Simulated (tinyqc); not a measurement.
Debye-Callaway model of lattice thermal conductivity: one step, computed by the program tinyqc. Command: `OMP_NUM_THREADS=1 python tinyqc.py 3004596 3004597 out.jsonl callaway walk`. One thread of a shared host (Intel(R) Xeon(R) Processor @ 2.30GHz), about 0.01 s of CPU time with the checks.

Three acoustic branches with one velocity v, cut at omega_D = k_B Theta/hbar; x = hbar omega/(k_B T). v and Theta are separate inputs: Theta cuts off the heat-carrying modes, so C need not reach 3 k_B/V. gamma is an effective value that sets the umklapp rate. Heat flows along the wire.

Problem. Scattering rates at one frequency. Rates: point defects A omega^4; umklapp B omega^2 T exp(-Theta/(b T)) with B = hbar gamma^2/(M v^2 Theta). Boundaries: v/Lambda_B with Lambda_B = D (1 + p)/(1 - p). The resistive time is tau_R = 1/(boundary + point-defect + umklapp rates), and the free path is v tau_R.

Inputs (values chosen for the exercise, modelled on aluminium nitride):
```
quantity                              value        unit
sound velocity v                       6890         m/s
Debye temperature Theta                 915           K
mean atomic mass M                     20.5           u
effective Grueneisen parameter gamma   2.45           -
umklapp exponent divisor b                2           -
wire diameter D                         2.1  micrometre
specularity p                             0           -
temperature T                           200           K
probe frequency omega/omega_D          0.88           -
```

Sample: wire. Point defects: vacancies. Normal processes: left out.

Rayleigh coefficient A = 1.366342e-44 s^3

Constants: k_B = 1.380649e-23 J/K; hbar = 1.054571817e-34 J s; u = 1.6605390666e-27 kg.

Give: omega; Rates; tau_R; free path.

Solution.

omega = 1.054e+14 rad/s

Rates:
```
process        rate (1/s)  rate x tau_R
boundaries      3.281e+09      0.001836
point defects   1.687e+12        0.9441
umklapp         9.659e+10       0.05405
```

tau_R = 5.595e-13 s

free path = 3.855 nm

The strongest resistive process at this frequency: point defects, 94 % of the resistive rate.
